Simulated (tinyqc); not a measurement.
Bloch-Grueneisen resistivity of a metal. Changing the temperature T. Computed by tinyqc, a small Python program. Command: `OMP_NUM_THREADS=1 python tinyqc.py 3002533 3002534 out.jsonl bg sweep`. One thread of a shared host (Intel(R) Xeon(R) Processor @ 2.30GHz), about 0.01 s of CPU time with the checks.

Electrons scatter from a Debye spectrum of phonons (n = 5 for scattering within one band, n = 3 for scattering into a second, heavy band) and from static defects.

Inputs (values chosen for the exercise, modelled on gold):
```
quantity                      value         unit
exponent n                        5            -
Debye temperature Theta         182            K
transport coupling lambda_tr   0.15            -
Drude plasma energy hbar w_p    8.5           eV
residual resistivity rho_0     0.47  microohm cm
```

Addition: none.

Constants: k_B = 1.380649e-23 J/K; hbar = 1.054571817e-34 J s; eps_0 = 8.8541878128e-12 F/m; hbar = 6.582119569e-16 eV s; k_B = 8.617333262e-05 eV/K.

Method:
- rho_ph = (n - 1) rho_1 (T/Theta)^n J_n(Theta/T), with rho_1 = 2 pi lambda_tr k_B Theta/(hbar eps_0 w_p^2), the high-temperature line at T = Theta.
- J_n(y) = int_0^y x^n e^x/(e^x - 1)^2 dx, by 96 Gauss-Legendre points (upper limit at most 60).
- Matthiessen's rule: rho = rho_0 + rho_ph.
- Temperature coefficient (1/rho) d rho/dT by a central difference of +/- 0.5 K; residual ratio rho(295 K)/rho(4.2 K); scattering time tau = 1/(eps_0 w_p^2 rho); Wiedemann-Franz kappa = L_0 T/rho, L_0 = (pi^2/3)(k_B/e)^2.

One run for each value; columns: (1) temperature T (K); (2) resistivity rho (microohm cm); (3) phonon resistivity rho_ph (microohm cm); (4) temperature coefficient (1e-3/K); (5) Wiedemann-Franz conductivity (W/(m K)):
```
(1)     (2)         (3)     (4)     (5)
10   0.4704  3.7897e-04   0.405   51.94
27   0.5068  3.6806e-02   9.898  130.15
45   0.6407  1.7066e-01  14.107  171.60
74   0.9200  4.5002e-01  10.588  196.50
120  1.3549  8.8493e-01   6.774  216.37
200  2.0667  1.5967e+00   4.213  236.41
330  3.1816  2.7116e+00   2.669  253.39
550  5.0382  4.5682e+00   1.669  266.69
900  7.9738  7.5038e+00   1.050  275.74
```

Give the missing row, temperature T (K) = 16.

Computed row; columns: (1) temperature T (K); (2) resistivity rho (microohm cm); (3) phonon resistivity rho_ph (microohm cm); (4) temperature coefficient (1e-3/K); (5) Wiedemann-Franz conductivity (W/(m K)):
```
(1)     (2)         (3)    (4)    (5)
16   0.4739  3.8602e-03  2.444  82.49
```

Interpolating between the two neighbouring rows (the first column on a logarithmic scale, the others too where they are positive) misses most in temperature coefficient (1e-3/K), by 25 %. Over the rows, resistivity rho (microohm cm) rises from 0.470 to 7.97 (exponent d ln y / d ln x 0.016 between the first rows and 0.93 between the last); phonon resistivity rho_ph (microohm cm) rises from 3.79e-4 to 7.50 (exponent d ln y / d ln x 4.9 between the first rows and 1.0 between the last); temperature coefficient (1e-3/K) goes from 0.405 through a maximum among these rows, 14.1 at 45.0, to 1.05. At the high end the exponent of phonon resistivity rho_ph is 1.01, close to 1: the linear law of classical vibrations. At the low end the exponent of Wiedemann-Franz conductivity is 0.98, close to 1: defect scattering, constant rho.

Caution (rows 74.0): below about Theta/2 small-angle phonon scattering degrades heat flow more than charge flow, so a thermal conductivity taken from rho by the Wiedemann-Franz law would be too high.

Extremes, crossings and ranges named in words are read from the listed rows.
